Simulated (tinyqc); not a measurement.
# Threshold-voltage variability of a planar MOSFET, analytic estimates: two studies

Three independent sources add in quadrature: random dopants in the depleted layer, metal-gate grains of two orientations, and roughness of the two gate edges acting through the roll-off VT = VT(long) - Vr exp(-L/l). These are first-order estimates: no three-dimensional electrostatics, no percolation.

Values chosen for this exercise; material values close to those of germanium:
```
symbol,value,unit,meaning
T,300,K,temperature
Eg,0.673,eV,band gap
eps_r,15.8,,relative permittivity of the semiconductor
Nc,1.03e19,cm^-3,conduction-band density of states at T
Nv,6.06e18,cm^-3,valence-band density of states at T
Na,2.6e18,cm^-3,channel doping
ti,2.1,nm,oxide-equivalent thickness in inversion
L,90,nm,gate length
W,410,nm,gate width
G,15,nm,metal grain size
dW,0.1,eV,work-function difference of the two grain orientations
p,0.6,,share of the orientation of higher work function
De,1.8,nm,rms roughness of one gate edge
La,15,nm,correlation length of the roughness
l,18,nm,decay length of the threshold roll-off
Vr,1.9,V,prefactor of the roll-off
```

Constants: q = 1.602176634e-19 C, kB = 1.380649e-23 J/K, Vt = kB T/q, eps0 = 8.8541878128e-14 F/cm where lengths are in cm. Results are converted to the units shown.

Each table varies one quantity; the others keep the values above.

## Effect of the gate length

ni = sqrt(Nc Nv) exp(-Eg/(2 Vt)), Eg in volts; Cox = 3.9 eps0/ti; Wd = sqrt(4 eps0 eps_r Vt ln(Na/ni)/(q Na)); dopants: s1 = (q/Cox) sqrt(Na Wd/(3 L W)). Grains: Ng = L W/G^2 (at least 1), s2 = dW sqrt(p (1 - p)/Ng). Edges, with exponential correlation and u = W/La: the mean gate length has sL^2 = 2 De^2 (2/u)[1 - (1 - exp(-u))/u]; s3 = sL (Vr/l) exp(-L/l). s = sqrt(s1^2 + s2^2 + s3^2). l and Vr are held fixed.

Effect of the gate length:
```
L (nm),s1 (mV),s2 (mV),s3 (mV),s (mV),s sqrt(L W) (mV um)
54,8.693,4.939,3.552,10.61,1.579
65,7.923,4.501,1.928,9.314,1.521
78,7.233,4.109,0.9363,8.371,1.497
94,6.589,3.743,0.3849,7.587,1.490
110,6.091,3.460,0.1582,7.007,1.488
140,5.399,3.067,0.02989,6.209,1.488
160,5.050,2.869,0.009839,5.808,1.488
200,4.517,2.566,0.001066,5.195,1.488
```

What does the table show?

As L goes from 54 to 200 nm, s falls from 10.6 to 5.19 mV. The dopants are the largest source in the first and the last row. The product s sqrt(L W) falls from 1.58 to 1.49 mV um: s1 and s2 go as 1/sqrt(L W), so the change comes from s3 alone.

## Effect of the gate width

Same model as above.

l and Vr are held fixed.

Results:
```
W (nm),s1 (mV),s2 (mV),s3 (mV),s (mV),s sqrt(L W) (mV um)
140,11.52,6.547,0.7919,13.28,1.490
220,9.192,5.222,0.6454,10.59,1.490
360,7.186,4.082,0.5116,8.280,1.490
590,5.613,3.189,0.4030,6.468,1.491
950,4.423,2.513,0.3192,5.098,1.491
2500,2.727,1.549,0.1977,3.142,1.491
4100,2.129,1.210,0.1546,2.454,1.491
```

Estimate the missing row, W = 1600 nm.

Computed row:
```
W (nm),s1 (mV),s2 (mV),s3 (mV),s (mV),s sqrt(L W) (mV um)
1600,3.408,1.936,0.2467,3.928,1.491
```

With this row back in the table: As W goes from 140 to 4100 nm, s falls from 13.3 to 2.45 mV. The dopants are the largest source in the first and the last row. The product s sqrt(L W) stays near 1.49 mV um: s1 and s2 count independent dopants and grains, so they go as 1/sqrt(L W), and s3 is too small to matter.

Numbers from tinyqc (`OMP_NUM_THREADS=1 python tinyqc.py 2090132 2090133 out.jsonl`; about 0.01 s on one thread of a shared Intel Xeon 2.30GHz).
